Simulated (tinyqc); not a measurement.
# Changing the contact angle on the substrate theta

Model: capillary instabilities by surface diffusion: grooving and agglomeration of films, edge retraction, wire break-up and smoothing of roughness. Computed by tinyqc, a small Python program. Command: `OMP_NUM_THREADS=1 python tinyqc.py 3025441 3025442 out.jsonl dewet sweep`. One thread of a shared host (Intel(R) Xeon(R) Processor @ 2.30GHz), about 0.01 s of CPU time with the checks.

Isotropic surface energy; shapes change by surface diffusion alone.

Inputs (values chosen for the exercise, of the order of those of a cobalt film): surface energy gamma_s = 2.19 J/m^2; atomic volume Omega = 11.1 angstrom^3; surface sites nu = 13 1/nm^2; prefactor D0 = 0.00014 m^2/s; activation energy Q = 1.64 eV; temperature T = 984 K; time t = 84 s; film thickness h = 36 nm.

Constants: k_B = 8.617333262e-05 eV/K; k_B = 1.380649e-23 J/K.

Method. B = D_s nu gamma_s Omega^2/(k_B T), D_s = D0 exp(-Q/(k_B T)). A rim shaped as a circular segment with contact angle theta holds the area h x; its radius r obeys r^2 (theta - sin theta cos theta) = h x. To advance, the edge must carry a strip of the rim height H = r (1 - cos theta) over the rim, driven by the curvature 1/r over the distance r theta (the scaling argument of Brandon and Bradshaw): H dx/dt = B/(theta r^2) gives x^(5/2) = (5/2) B t c^(3/2)/(theta (1 - cos theta) h^(3/2)), c = theta - sin theta cos theta.

One run for each value:
```
contact angle on the substrate theta (degrees)  retraction x (nm)  rim height H (nm)
30.0                                                        78.40             23.648
48.6                                                       100.74             34.370
67.1                                                       115.51             43.697
85.7                                                       124.06             51.859
104.0                                                      127.15             58.687
123.0                                                      125.77             64.415
141.0                                                      121.35             68.390
160.0                                                      115.07             70.749
```

Describe the trends.

Over the rows, retraction x (nm) goes from 78.4 through a maximum among these rows, 127 at 104, to 115; rim height H (nm) rises from 23.6 to 70.7 (exponent d ln y / d ln x 0.78 between the first rows and 0.27 between the last).

Caution (rows 30.0, 48.6, 67.1, 85.7): the rim is not yet high against the film, as the scaling law assumes.

Extremes, crossings and ranges named in words are read from the listed rows.
